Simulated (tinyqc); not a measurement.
# Resistance of a tapered via with liner, size effect and interface: via resistance against the interface resistivity at the bottom

A round via whose diameter grows from db at the bottom as D(z) = db + 2 z/tan(ang). The fill, of diameter D - 2 tl, starts above the bottom liner (thickness fb tl) and has rho = rho0 (1 + ks lam/(D - 2 tl)); the sidewall liner conducts in parallel with it. The bottom liner and the interface are crossed over the full area pi db^2/4. Spreading in the lines above and below is left out.

Slices between z0 = fb tl and hv, evaluated at their midpoints: conductance per length pi/4 [(D - 2 tl)^2/rho + (D^2 - (D - 2 tl)^2)/rl], slice resistance = slice height over that. 2000 slices. R_fill = sum of the slices; R_bottom = rl fb tl/(pi db^2/4); R_interface = ri/(pi db^2/4); ballistic (Sharvin) limit 1/(Sb pi (db - 2 tl)^2/4); ideal cylinder rho0 hv/(pi db^2/4).

Inputs (values chosen for the exercise); fill metal close to ruthenium: diameter at the bottom db = 40 nm; height hv = 150 nm; sidewall angle ang = 88 degrees; bulk resistivity of the fill rho0 = 7.58 uohm cm; mean free path of the fill lam = 6.75 nm; size-effect factor ks = 0.8; liner on the sidewall tl = 0.1 nm; liner at the bottom over that on the sidewall fb = 0.5; resistivity of the liner rl = 220 uohm cm; ballistic conductance per area, about 3/(4 rho0 lam) Sb = 1.5e15 S/m^2.

The same in every row: R_fill (ohm) = 8.108; R_bottom (ohm) = 0.08754; ballistic limit (ohm) = 0.5359.

Via resistance against the interface resistivity at the bottom:

| ri (ohm cm^2) | R_interface (ohm) | R (ohm) | R over ideal cylinder | largest part |
|---|---|---|---|---|
| 2e-13 | 0.01592 | 8.211 | 0.9075 | fill |
| 5e-13 | 0.03979 | 8.235 | 0.9102 | fill |
| 1e-12 | 0.07958 | 8.275 | 0.9146 | fill |
| 2e-12 | 0.1592 | 8.355 | 0.9234 | fill |
| 6e-12 | 0.4775 | 8.673 | 0.9585 | fill |
| 1e-11 | 0.7958 | 8.991 | 0.9937 | fill |
| 3e-11 | 2.387 | 10.58 | 1.170 | fill |

Read the table: what changes, and by how much?

R rises from 8.21 to 10.6 ohm. The fill is the largest part at ri = 2e-13 and in all other rows. The share of the two bottom terms goes from 1.26 to 23.4 %.

tinyqc, about 0.01 s, one thread, Intel Xeon 2.30GHz (shared host): `OMP_NUM_THREADS=1 python tinyqc.py 2750118 2750119 out.jsonl`
